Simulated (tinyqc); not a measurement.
Virtual crystal, CPA and unmixed bands: coherent potential approximation for a binary alloy with a semi-elliptic band.

Site levels eA = -x d (share 1 - x) and eB = (1 - x) d (share x), so that their mean, the virtual crystal, is 0. Pure band: G0(z) = 2 (z - sqrt(z - W) sqrt(z + W))/W^2 with principal roots, density -Im G/pi per site. The medium has a self-energy S(z), G = G0(z - S), z = E + i eta. t_i = (e_i - S)/(1 - (e_i - S) G); the CPA demands <t> = (1 - x) tA + x tB = 0. Iteration: start at S = 0, set S(new) = S + <t>/(1 + <t> G), stop when |<t>| < 1e-9 eV.

Parameters, chosen for this exercise:
```
symbol  value  unit  meaning
W       2.6    eV    half width of the pure band
x       0.15         fraction of B
d       3.76   eV    eB - eA
eta     0.052  eV    broadening
E1      -3.2   eV    first energy
dE      0.64   eV    step
```

Fifteen energies E1 + j dE. Virtual crystal: G0(z). Unmixed: (1 - x) G0(z - eA) + x G0(z - eB), the limit of large separate grains.

Densities (1/eV) and self-energy (eV):
```
E (eV)  virtual crystal     CPA  unmixed     Re S     Im S
-3.20            0.0035  0.0082   0.0175  -0.3614  -0.0069
-2.56            0.0444  0.1283   0.1295  -0.4156  -0.0724
-1.92            0.1604  0.1860   0.1736  -0.4346  -0.1168
-1.28            0.2083  0.2138   0.1961  -0.4582  -0.1539
-0.64            0.2325  0.2228   0.2042  -0.4898  -0.1888
0.00             0.2400  0.2152   0.1996  -0.5352  -0.2227
0.64             0.2325  0.1887   0.1872  -0.6066  -0.2523
1.28             0.2083  0.1317   0.1668  -0.7390  -0.2548
1.92             0.1604  0.0095   0.0901  -1.3168  -0.0993
2.56             0.0444  0.0113   0.0382  -5.8979  -2.5701
3.20             0.0035  0.0887   0.0376   1.5839  -2.4055
3.84             0.0018  0.0913   0.0359   1.6091  -1.1978
4.48             0.0011  0.0322   0.0319   1.5384  -0.3040
5.12             0.0008  0.0020   0.0245   0.8816  -0.0270
5.76             0.0006  0.0010   0.0068   0.6498  -0.0134
```

What does the comparison show, and why?

d/W = 1.45. CPA and virtual crystal differ by at most 0.151 1/eV, at 1.92 eV, against a peak of 0.245 for the pure band. |Im S| is largest at 2.56 eV (Im S = -2.570 eV); where the density is near zero this is no damping of states. The CPA density has a dip at 1.92 eV (0.0095): the band is parting, or has parted, into an A-like and a B-like subband (in a true gap only the tail of eta remains), which no virtual crystal can show.

Run: tinyqc, `OMP_NUM_THREADS=1 python tinyqc.py 1450261 1450262 out.jsonl`; Intel(R) Xeon(R) Processor @ 2.30GHz, one thread, shared host; about 0.01 s of CPU time with all checks.
